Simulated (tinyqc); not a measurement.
UKS/BLYP in the 3-21g basis, for H2-, spin multiplicity 2, step by step. The basis has no diffuse functions, so it cannot describe the extra electron: this is an exercise in the method, not the real anion. Computed by tinyqc, a small Python program that keeps every step (integrals from PySCF). Settings: charge = -1, multiplicity = 2, basis = 3-21g, energy threshold = 1e-09, iteration cap = 51, orthogonalisation = symmetric, start = highest core orbitals, DIIS depth = 0, method = UKS, functional = blyp, grid = [10, 86]. Command: `OMP_NUM_THREADS=1 python tinyqc.py 21588 21589 out.jsonl` (the two numbers bound the seeds that draw the settings). One thread of a shared host (Intel(R) Xeon(R) Processor @ 2.60GHz), about 0.9 s of CPU time with the checks. Later iterations appear only in the table of the cycle.

## One-electron integrals

Geometry (angstrom):
```
atom         x         y         z
H     0.000000  0.000000  0.000000
H     0.000000  0.000000  0.923000
```

Basis 3-21g: exponents (1/bohr^2) and contraction coefficients of normalised primitives:
```
element  l (shell)  exponent  coefficient
H            s (1)  5.447178     0.156285
H            s (1)  0.824547     0.904691
H            s (2)  0.183192     1.000000
```

Overlap, kinetic and nuclear-attraction integrals over the contracted functions; the nuclear repulsion is the sum of Za Zb / Rab.

nuclear repulsion = 0.57332309 hartree

overlap S, lower triangle:
```
          1H 1s     1H 2s     2H 1s     2H 2s
1H 1s  1.000000
1H 2s  0.645899  1.000000
2H 1s  0.251287  0.407704  1.000000
2H 2s  0.407704  0.756796  0.645899  1.000000
```

kinetic energy T (hartree), lower triangle:
```
          1H 1s     1H 2s     2H 1s     2H 2s
1H 1s  1.549405
1H 2s  0.293152  0.274788
2H 1s  0.029799  0.128130  1.549405
2H 2s  0.128130  0.169325  0.293152  0.274788
```

nuclear attraction V (hartree), lower triangle:
```
           1H 1s      1H 2s      2H 1s      2H 2s
1H 1s  -2.293520
1H 2s  -1.148306  -1.178690
2H 1s  -0.531832  -0.748813  -2.293520
2H 2s  -0.748813  -0.945286  -1.148306  -1.178690
```

core Hamiltonian H = T + V (hartree), lower triangle:
```
           1H 1s      1H 2s      2H 1s      2H 2s
1H 1s  -0.744115
1H 2s  -0.855154  -0.903902
2H 1s  -0.502033  -0.620683  -0.744115
2H 2s  -0.620683  -0.775961  -0.855154  -0.903902
```

## Two-electron integrals

Functions are numbered as in S; the eight-fold symmetry (ij|kl) = (ji|kl) = (kl|ij) leaves the list below.

Two-electron integrals (ij|kl) in chemists' order, unique and non-zero (hartree):
```
(11|11) 1.140145   (21|11) 0.611403   (21|21) 0.345152   (22|11) 0.626370
(22|21) 0.380329   (22|22) 0.482957   (31|11) 0.220653   (31|21) 0.127259
(31|22) 0.144528   (31|31) 0.065364   (32|11) 0.256012   (32|21) 0.157077
(32|22) 0.201330   (32|31) 0.087104   (32|32) 0.136874   (33|11) 0.562900
(33|21) 0.354197   (33|22) 0.475144   (33|31) 0.220653   (33|32) 0.377154
(33|33) 1.140145   (41|11) 0.377154   (41|21) 0.214027   (41|22) 0.237915
(41|31) 0.087104   (41|32) 0.110237   (41|33) 0.256012   (41|41) 0.136874
(42|11) 0.439392   (42|21) 0.269095   (42|22) 0.349211   (42|31) 0.117703
(42|32) 0.176276   (42|33) 0.439392   (42|41) 0.176276   (42|42) 0.276609
(43|11) 0.354197   (43|21) 0.221440   (43|22) 0.296872   (43|31) 0.127259
(43|32) 0.214027   (43|33) 0.611403   (43|41) 0.157077   (43|42) 0.269095
(43|43) 0.345152   (44|11) 0.475144   (44|21) 0.296872   (44|22) 0.406444
(44|31) 0.144528   (44|32) 0.237915   (44|33) 0.626370   (44|41) 0.201330
(44|42) 0.349211   (44|43) 0.380329   (44|44) 0.482957
```

## Orthogonalisation

S = U s U^T; symmetric (Loewdin) form X = U s^(-1/2) U^T, so that X^T S X = 1.

eigenvalues of S: 0.148653  0.420545  0.843265  2.587538

X, lower triangle:
```
           1H 1s      1H 2s      2H 1s     2H 2s
1H 1s   1.241498
1H 2s  -0.481736   1.681671
2H 1s  -0.052298   0.034248   1.241498
2H 2s   0.034248  -0.707172  -0.481736  1.681671
```

## Starting guess

The start is the highest orbitals of the core Hamiltonian (a deliberately bad start); D(s) = C_occ C_occ^T for each spin.

D(alpha) at the start, lower triangle:
```
           1H 1s      1H 2s      2H 1s     2H 2s
1H 1s   1.528090
1H 2s  -1.879142   2.476866
2H 1s  -0.174098   0.714500   1.528090
2H 2s   0.714500  -1.475094  -1.879142  2.476866
```

D(beta) at the start, lower triangle:
```
           1H 1s      1H 2s      2H 1s     2H 2s
1H 1s   0.851094
1H 2s  -1.296821   1.975980
2H 1s  -0.851094   1.296821   0.851094
2H 2s   1.296821  -1.975980  -1.296821  1.975980
```

## Iteration 1: exchange-correlation on the grid

Becke grid with 10 radial and 86 angular points per atom, points of zero weight dropped. rho = sum D_ij phi_i phi_j; V_xc,ij = sum w v_xc phi_i phi_j plus the gradient terms; v_xc is d(rho eps)/d rho(s) for spin s at fixed gradient.

The 8 grid points with the largest w rho, of 1712 (bohr, atomic units):
```
x                  y          z         w  rho(alpha)  rho(beta)     eps_xc  v_xc(alpha)
0.000000   -1.026681   4.288214  1.330700    0.005297   0.003803  -0.207698    -0.226657
-1.026681   0.000000   4.288214  1.330700    0.005297   0.003803  -0.207698    -0.226657
0.000000    1.026681   4.288214  1.330700    0.005297   0.003803  -0.207698    -0.226657
1.026681    0.000000   4.288214  1.330700    0.005297   0.003803  -0.207698    -0.226657
1.026681    0.000000  -2.543997  1.330700    0.005297   0.003803  -0.207698    -0.226657
-1.026681   0.000000  -2.543997  1.330700    0.005297   0.003803  -0.207698    -0.226657
0.000000   -1.026681  -2.543997  1.330700    0.005297   0.003803  -0.207698    -0.226657
0.000000    1.026681  -2.543997  1.330700    0.005297   0.003803  -0.207698    -0.226657
```

electrons on the grid, sum of w rho = 2.998363

E_xc = sum of w rho eps_xc = -1.15602258 hartree

V_xc(alpha) (hartree), lower triangle:
```
           1H 1s      1H 2s      2H 1s      2H 2s
1H 1s  -0.693201
1H 2s  -0.361693  -0.380513
2H 1s  -0.140843  -0.216503  -0.693201
2H 2s  -0.216503  -0.288571  -0.361693  -0.380513
```

V_xc(beta) (hartree), lower triangle:
```
           1H 1s      1H 2s      2H 1s      2H 2s
1H 1s  -0.628454
1H 2s  -0.350742  -0.368874
2H 1s  -0.150483  -0.220008  -0.628454
2H 2s  -0.220008  -0.282649  -0.350742  -0.368874
```

## Iteration 1: building the Kohn-Sham matrix

J_ij = sum D_kl (ij|kl) with D = D(alpha) + D(beta); F = H + J + V_xc; E = tr D H + tr D J / 2 + E_xc + E_nn.

Coulomb J (hartree), lower triangle:
```
          1H 1s     1H 2s     2H 1s     2H 2s
1H 1s  1.885142
1H 2s  1.088409  1.339819
2H 1s  0.474729  0.703838  1.885142
2H 2s  0.703838  1.049874  1.088409  1.339819
```

F(alpha) (hartree), lower triangle:
```
           1H 1s      1H 2s      2H 1s     2H 2s
1H 1s   0.447826
1H 2s  -0.128439   0.055404
2H 1s  -0.168147  -0.133347   0.447826
2H 2s  -0.133347  -0.014658  -0.128439  0.055404
```

F(beta) (hartree), lower triangle:
```
           1H 1s      1H 2s      2H 1s     2H 2s
1H 1s   0.512573
1H 2s  -0.117487   0.067042
2H 1s  -0.177788  -0.136853   0.512573
2H 2s  -0.136853  -0.008735  -0.117487  0.067042
```

total energy of this density = 2.34101420 hartree

## Iteration 1: diagonalisation and new density

Diagonalise F' = X^T F X, C = X C', fill 2 alpha and 1 beta electrons from the bottom; D(s) = C_occ C_occ^T. Each column has its largest component positive (the first on a tie).

F' = X^T F X (alpha) (hartree), lower triangle:
```
           1          2          3         4
1   0.862741
2  -0.501745   0.437361
3  -0.180441  -0.020653   0.862741
4  -0.020653  -0.114345  -0.501745  0.437361
```

orbital energies (alpha) (hartree): MO1 -0.049765, MO2 0.257226, MO3 1.055081, MO4 1.337663

coefficients C (alpha):
```
            MO1        MO2        MO3        MO4
1H 1s  0.230878   0.166430   0.868283  -0.970760
1H 2s  0.377108   1.250215  -0.657827   1.193050
2H 1s  0.230878  -0.166430   0.868283   0.970760
2H 2s  0.377108  -1.250215  -0.657827  -1.193050
```

F' = X^T F X (beta) (hartree), lower triangle:
```
           1          2          3         4
1   0.952871
2  -0.519263   0.456362
3  -0.197048  -0.029998   0.952871
4  -0.029998  -0.112128  -0.519263  0.456362
```

orbital energies (beta) (hartree): MO1 -0.036520, MO2 0.290087, MO3 1.136577, MO4 1.428322

coefficients C (beta):
```
            MO1        MO2        MO3        MO4
1H 1s  0.219016   0.135340   0.871351  -0.975580
1H 2s  0.386043   1.287683  -0.652624   1.152510
2H 1s  0.219016  -0.135340   0.871351   0.975580
2H 2s  0.386043  -1.287683  -0.652624  -1.152510
```

D(alpha) after iteration 1, lower triangle:
```
           1H 1s      1H 2s     2H 1s     2H 2s
1H 1s   0.081004
1H 2s   0.295139   1.705248
2H 1s   0.025606  -0.121007  0.081004
2H 2s  -0.121007  -1.420827  0.295139  1.705248
```

D(beta) after iteration 1, lower triangle:
```
          1H 1s     1H 2s     2H 1s     2H 2s
1H 1s  0.047968
1H 2s  0.084550  0.149029
2H 1s  0.047968  0.084550  0.047968
2H 2s  0.084550  0.149029  0.084550  0.149029
```

## Iteration 2: exchange-correlation on the grid

As before.

The 8 grid points with the largest w rho, of 1712 (bohr, atomic units):
```
x                  y          z         w  rho(alpha)  rho(beta)     eps_xc  v_xc(alpha)
0.000000   -0.654416   3.365783  0.374162    0.018494   0.003940  -0.270814    -0.320144
0.654416    0.000000   3.365783  0.374162    0.018494   0.003940  -0.270814    -0.320144
-0.654416   0.000000   3.365783  0.374162    0.018494   0.003940  -0.270814    -0.320144
0.000000    0.654416   3.365783  0.374162    0.018494   0.003940  -0.270814    -0.320144
0.000000    0.654416  -1.621566  0.374162    0.018494   0.003940  -0.270814    -0.320144
-0.654416   0.000000  -1.621566  0.374162    0.018494   0.003940  -0.270814    -0.320144
0.654416    0.000000  -1.621566  0.374162    0.018494   0.003940  -0.270814    -0.320144
0.000000   -0.654416  -1.621566  0.374162    0.018494   0.003940  -0.270814    -0.320144
```

electrons on the grid, sum of w rho = 3.001854

E_xc = sum of w rho eps_xc = -0.94547870 hartree

V_xc(alpha) (hartree), lower triangle:
```
           1H 1s      1H 2s      2H 1s      2H 2s
1H 1s  -0.589498
1H 2s  -0.325490  -0.354818
2H 1s  -0.136638  -0.205016  -0.589498
2H 2s  -0.205016  -0.275334  -0.325490  -0.354818
```

V_xc(beta) (hartree), lower triangle:
```
           1H 1s      1H 2s      2H 1s      2H 2s
1H 1s  -0.529496
1H 2s  -0.292620  -0.316314
2H 1s  -0.132784  -0.190472  -0.529496
2H 2s  -0.190472  -0.252471  -0.292620  -0.316314
```

## Iteration 2: building the Kohn-Sham matrix

As before.

Coulomb J (hartree), lower triangle:
```
          1H 1s     1H 2s     2H 1s     2H 2s
1H 1s  1.864078
1H 2s  1.117710  1.406499
2H 1s  0.483707  0.724375  1.864078
2H 2s  0.724375  1.105130  1.117710  1.406499
```

F(alpha) (hartree), lower triangle:
```
           1H 1s      1H 2s      2H 1s     2H 2s
1H 1s   0.530465
1H 2s  -0.062934   0.147778
2H 1s  -0.154964  -0.101324   0.530465
2H 2s  -0.101324   0.053835  -0.062934  0.147778
```

F(beta) (hartree), lower triangle:
```
           1H 1s      1H 2s      2H 1s     2H 2s
1H 1s   0.590467
1H 2s  -0.030064   0.186282
2H 1s  -0.151110  -0.086780   0.590467
2H 2s  -0.086780   0.076698  -0.030064  0.186282
```

total energy of this density = -0.95018020 hartree

## Iteration 2: diagonalisation and new density

As before.

F' = X^T F X (alpha) (hartree), lower triangle:
```
           1          2          3         4
1   0.933662
2  -0.477745   0.516926
3  -0.187437  -0.033244   0.933662
4  -0.033244  -0.107014  -0.477745  0.516926
```

orbital energies (alpha) (hartree): MO1 0.040122, MO2 0.363233, MO3 1.116015, MO4 1.381806

coefficients C (alpha):
```
            MO1        MO2        MO3        MO4
1H 1s  0.236645   0.148122   0.866729  -0.973722
1H 2s  0.372727   1.272457  -0.660319   1.169299
2H 1s  0.236645  -0.148122   0.866729   0.973722
2H 2s  0.372727  -1.272457  -0.660319  -1.169299
```

F' = X^T F X (beta) (hartree), lower triangle:
```
           1          2          3         4
1   0.996570
2  -0.473518   0.561298
3  -0.198214  -0.033772   0.996570
4  -0.033772  -0.121673  -0.473518  0.561298
```

orbital energies (beta) (hartree): MO1 0.080924, MO2 0.430090, MO3 1.157056, MO4 1.447665

coefficients C (beta):
```
            MO1        MO2        MO3        MO4
1H 1s  0.227123   0.139776   0.869273  -0.974955
1H 2s  0.379948   1.282426  -0.656191   1.158357
2H 1s  0.227123  -0.139776   0.869273   0.974955
2H 2s  0.379948  -1.282426  -0.656191  -1.158357
```

D(alpha) after iteration 2, lower triangle:
```
           1H 1s      1H 2s     2H 1s     2H 2s
1H 1s   0.077941
1H 2s   0.276683   1.758073
2H 1s   0.034060  -0.100275  0.077941
2H 2s  -0.100275  -1.480222  0.276683  1.758073
```

D(beta) after iteration 2, lower triangle:
```
          1H 1s     1H 2s     2H 1s     2H 2s
1H 1s  0.051585
1H 2s  0.086295  0.144360
2H 1s  0.051585  0.086295  0.051585
2H 2s  0.086295  0.144360  0.086295  0.144360
```

## Iteration 7 (converged): orbitals

converged F(alpha) (hartree), lower triangle:
```
           1H 1s      1H 2s      2H 1s     2H 2s
1H 1s   0.531846
1H 2s  -0.062687   0.147290
2H 1s  -0.155004  -0.101233   0.531846
2H 2s  -0.101233   0.053542  -0.062687  0.147290
```

converged F(beta) (hartree), lower triangle:
```
           1H 1s      1H 2s      2H 1s     2H 2s
1H 1s   0.586693
1H 2s  -0.031578   0.185539
2H 1s  -0.151765  -0.087716   0.586693
2H 2s  -0.087716   0.076034  -0.031578  0.185539
```

As before.

F' = X^T F X (alpha) (hartree), lower triangle:
```
           1          2          3         4
1   0.935412
2  -0.477794   0.515985
3  -0.187807  -0.033108   0.935412
4  -0.033108  -0.106841  -0.477794  0.515985
```

orbital energies (alpha) (hartree): MO1 0.040174, MO2 0.362783, MO3 1.116575, MO4 1.383263

coefficients C (alpha):
```
            MO1        MO2        MO3        MO4
1H 1s  0.235801   0.146862   0.866959  -0.973912
1H 2s  0.373369   1.273970  -0.659956   1.167651
2H 1s  0.235801  -0.146862   0.866959   0.973912
2H 2s  0.373369  -1.273970  -0.659956  -1.167651
```

F' = X^T F X (beta) (hartree), lower triangle:
```
           1          2          3         4
1   0.992364
2  -0.473575   0.561324
3  -0.197948  -0.034072   0.992364
4  -0.034072  -0.121788  -0.473575  0.561324
```

orbital energies (beta) (hartree): MO1 0.079212, MO2 0.429290, MO3 1.154740, MO4 1.444133

coefficients C (beta):
```
            MO1        MO2        MO3        MO4
1H 1s  0.228686   0.141575   0.868863  -0.974695
1H 2s  0.378767   1.280287  -0.656873   1.160720
2H 1s  0.228686  -0.141575   0.868863   0.974695
2H 2s  0.378767  -1.280287  -0.656873  -1.160720
```

D(alpha) after iteration 7, lower triangle:
```
           1H 1s      1H 2s     2H 1s     2H 2s
1H 1s   0.077170
1H 2s   0.275138   1.762403
2H 1s   0.034034  -0.099057  0.077170
2H 2s  -0.099057  -1.483594  0.275138  1.762403
```

D(beta) after iteration 7, lower triangle:
```
          1H 1s     1H 2s     2H 1s     2H 2s
1H 1s  0.052297
1H 2s  0.086619  0.143464
2H 1s  0.052297  0.086619  0.052297
2H 2s  0.086619  0.143464  0.086619  0.143464
```

## Convergence

Stop when the energy changes by less than 1e-09 hartree and every element of the error matrix X^T (F D S - S D F) X (for each spin) is below 9e-06.

Course of the cycle:
```
iteration  E (hartree)     change  largest element of the error matrix
1           2.34101420          -                             1.83e-01
2          -0.95018020  -3.29e+00                             1.32e-02
3          -0.95071328  -5.33e-04                             9.92e-04
4          -0.95071827  -4.99e-06                             1.55e-04
5          -0.95071842  -1.49e-07                             3.19e-05
6          -0.95071842  -4.63e-09                             4.88e-06
7          -0.95071842  -1.44e-10                             1.14e-06
```

PySCF UKS in the same basis, fine grid, after a stability check = -0.94973160 hartree

Converged in 7 iterations. The coarse grid moves the energy by -9.87e-04 hartree.

## Populations, bond orders and dipole

Mulliken: Z minus the diagonal of D S on the atom; Loewdin: the same with S^(1/2) D S^(1/2); Mayer order: 2 sum_s sum (D(s) S)_ij (D(s) S)_ji over the two atoms.

Charges (e):
```
atom   Mulliken    Loewdin  Mulliken spin
1H    -0.500000  -0.500000       0.500000
2H    -0.500000  -0.500000       0.500000
```

Mayer bond orders:
```
pair     order
2-1   0.365926
```

dipole moment about the origin, x y z (debye): 0.000000  0.000000  -2.216679

<S^2> of the determinant (pure state: 0.75) = 0.750067
